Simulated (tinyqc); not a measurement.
Changing the band mass m*: Froehlich polaron in a polar crystal. Computed by tinyqc, a small Python program. Command: `OMP_NUM_THREADS=1 python tinyqc.py 3025151 3025152 out.jsonl frohlich sweep`. One thread of a shared host (Intel(R) Xeon(R) Processor @ 2.30GHz), about 0.1 s of CPU time with the checks.

One electron in a parabolic band of mass m*, coupled to dispersionless LO phonons in the continuum model. Energies are in units of hbar omega unless marked, wave numbers in k_0 = sqrt(2 m* omega/hbar).

Inputs (values chosen for the exercise, for a model crystal):
```
quantity                          value  unit
LO phonon energy hbar omega        30.4   meV
eps_inf                            7.73     -
static dielectric constant eps_s     10     -
electron wave number k/k_0         0.66     -
```

Constants: hbar^2/(2 m_0) = 3.80998212 eV angstrom^2; e^2/(4 pi eps_0) = 14.39964548 eV angstrom.

Method:
- 1/eps* = 1/eps_inf - 1/eps_s; k_0 = sqrt(2 m* omega/hbar) = sqrt(m* hbar omega / (hbar^2/(2 m_0))) with m* in m_0; alpha = (e^2/(4 pi eps_0)) k_0/(2 eps* hbar omega); polaron length 1/k_0.
- At T = 0 and k < k_0: E(k) = (k/k_0)^2 - alpha arcsin(k/k_0)/(k/k_0); so E(0) = -alpha, 1/m_p = (1 - alpha/6)/m*, and the mean number of phonons in the cloud at k = 0 is alpha/2. The Lee-Low-Pines variational state gives the same E(0) and m_p = m* (1 + alpha/6).
- Feynman's bound: E(v, w) = 3 (v - w)^2/(4 v) - (alpha v/sqrt(pi)) int_0^infinity e^-u D(u)^(-1/2) du, D = w^2 u + ((v^2 - w^2)/v)(1 - e^(-v u)); integrals by 80 Gauss-Legendre points in s from 0 to 1 with u = 40 s^2.
- Minimise over v > w > 0 (simplex search); mass m_p/m* = 1 + (alpha v^3/(3 sqrt(pi))) int u^2 e^-u D^(-3/2) du.

One run for each value; columns: (1) band mass m* (m_0); (2) coupling constant alpha; (3) polaron energy, Feynman (meV); (4) m_p/m*, Feynman; (5) m_p/m*, Lee-Low-Pines; (6) polaron length 1/k_0 (angstrom):
```
(1)      (2)     (3)    (4)    (5)    (6)
0.040  0.124   -3.78  1.021  1.021  55.98
0.073  0.168   -5.11  1.029  1.028  41.43
0.130  0.224   -6.83  1.039  1.037  31.05
0.240  0.304   -9.29  1.053  1.051  22.85
0.450  0.417  -12.74  1.074  1.069  16.69
0.820  0.563  -17.22  1.102  1.094  12.36
1.500  0.761  -23.36  1.143  1.127   9.14
2.700  1.021  -31.45  1.200  1.170   6.81
5.000  1.389  -43.01  1.291  1.232   5.01
```

Over the rows, coupling constant alpha rises from 0.124 to 1.39 (exponent d ln y / d ln x about 0.50 throughout); polaron energy, Feynman (meV) falls from -3.78 to -43.0 (exponent d ln y / d ln x about 0.50 throughout); m_p/m*, Feynman rises from 1.02 to 1.29 (exponent d ln y / d ln x 0.013 between the first rows and 0.12 between the last). The exponent of coupling constant alpha stays at 0.50: alpha goes as sqrt(m*). The exponent of polaron length 1/k_0 stays at -0.50: the length goes as m*^(-1/2). A heavy electron is slow enough for the ions to follow. The Feynman mass is 1.000 times the Lee-Low-Pines one in the first row and 1.05 in the last (alpha = 1.4); the energy starts as -alpha hbar omega and gains an alpha^2 term.
